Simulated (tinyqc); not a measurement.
# Barrier height from two thicknesses

Question. Through a thick flat barrier T = c exp(-2 kappa t) with a prefactor c that does not depend on t, and kappa = sqrt(m1 phi1/C), C = hbar^2/(2 m0). Find kappa, the decades lost for each nanometre, c and phi1.

Inputs (values chosen for the exercise):
```
symbol,value,unit,meaning
m1,0.52,m0,tunnelling mass of layer 1
```

Constants: q = 1.602176634e-19 C, hbar = 1.054571817e-34 J s, m0 = 9.1093837015e-31 kg, hbar^2/(2 m0) = 0.0380998212 eV nm^2. Results are converted to the units shown.

T at t = 1 and 2.8 nm: 5.1386345e-6  3.7498406e-16

Answer. The ratio of the two values removes c: kappa = ln(T_a/T_b)/(2 (t_b - t_a)).

kappa = 6.484 1/nm
decades a nanometre = 5.632
c = 2.200
phi1 = 3.080 eV

Numbers from tinyqc (`OMP_NUM_THREADS=1 python tinyqc.py 2540035 2540036 out.jsonl`; about 0.03 s on one thread of a shared Intel Xeon 2.30GHz).
